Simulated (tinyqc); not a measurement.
Inside a calculation. Method: tight binding, honeycomb lattice. One step of it, computed by the program tinyqc.

Question. Levels at k. Diagonalise the Hermitian matrix.

H(k) at k (eV), order A, B:
```
[[0.000000, -2.360035-0.945812i],
 [-2.360035+0.945812i, 0.000000]]
```

Give: eigenvalues; weights |c|^2 of the basis functions.

Answer.

eigenvalues (eV): [-2.5425, 2.5425]

weights |c|^2 of the basis functions, order A, B:
```
[[0.5000, 0.5000],
 [0.5000, 0.5000]]
```
